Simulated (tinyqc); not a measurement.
# Trap density from one capacitance

Problem. Traps spread evenly through the insulator exchange electrons with the semiconductor by tunnelling, with tau(x) = t0 exp(2 ka x) at depth x from the interface. The admittance per area Y seen at depth x obeys dY/dx = -Y^2/(i w eps0 eox) + q Nb ln(1 + i w tau)/tau, with Y(0) = i w Cs and w = 2 pi f; the gate sees Y(tox) = G + i w C. Working variable y = Y/(i w), in uF/cm^2. Cox = eps0 eox/tox. Find Nb and G/w.

Values chosen for this exercise:
```
symbol  value     unit                                               meaning
eox        19                         relative permittivity of the insulator
tox       6.4       nm                                   insulator thickness
Cs       0.81  uF/cm^2             semiconductor capacitance in accumulation
ka        4.4     1/nm  decay constant of the wave function in the insulator
t0       3e-9        s              time constant of a trap at the interface
f       10000       Hz                                             frequency
```

Constants: q = 1.602176634e-19 C, eps0 = 8.8541878128e-14 F/cm where lengths are in cm. Results are converted to the units shown.

C = 0.85220330 uF/cm^2

Solution. C rises steadily with Nb, so one density matches; in practice ka and t0 must come from the frequency dependence.

Nb = 2.40e19 cm^-3 eV^-1
G/w = 0.0367 uF/cm^2

Program tinyqc, `OMP_NUM_THREADS=1 python tinyqc.py 2202127 2202128 out.jsonl`; Intel Xeon 2.30GHz, shared host, one thread, about 0.4 s.
